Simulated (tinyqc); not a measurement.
Finnis-Sinclair potential for a bcc metal: fit to cohesion and elasticity, then vacancy, surfaces and structure: one step, computed by the program tinyqc.

E = (1/2) sum V(r) - A sqrt(rho), rho = sum phi(r), phi = (r - d)^2 for r < d, V = (r - c)^2 (c0 + c1 r + c2 r^2) for r < c. In bcc the 8 first neighbours lie at sqrt(3) a/2 and the 6 second at a; both cut-offs lie below the third shell; Omega = a^3/2; E is per atom and z the number of atoms in a shell. The four constants A, c0, c1, c2 are fitted to E_c, zero pressure, B and C12 - C44 alone, so C44 and C11 - C12 are not matched singly; defects are unrelaxed.

Question. Three linear equations for c0, c1, c2. With v_k = (r - c)^2 r^k the rows are (1/2) sum z v_k, (1/2) sum z r v_k' and (1/2) sum z r^2 v_k''. With rho1 = sum z r phi' and rho2 = sum z r^2 phi'' the right-hand sides are: -E_c + A sqrt(rho) (cohesion); A rho1/(2 sqrt(rho)) (zero pressure); 9 B Omega + A [rho2/(2 sqrt(rho)) - rho1^2/(4 rho^(3/2))] with B = (C11 + 2 C12)/3.

Inputs (values chosen for the exercise, modelled on vanadium):
```
quantity             value      unit
lattice constant a    3.04  angstrom
cohesive energy E_c   5.28        eV
target C11             224       GPa
target C12             115       GPa
pair cut-off c/a     1.266         -
```

rho = 12.56958 angstrom^2

A = 1.937755 eV/angstrom

rho1 = -71.63781 angstrom^2

rho2 = 221.7984 angstrom^2

Constants: 1 eV/angstrom^3 = 160.2176634 GPa.

Give: matrix; right-hand side.

Answer.

matrix:
```
                 c0     c1      c2
cohesion        7.9   21.5    59.1
pressure      -40.4  -90.7  -195.6
bulk modulus  110.9   90.0  -240.2
```

right-hand side (eV): 1.6  -19.6  124.2
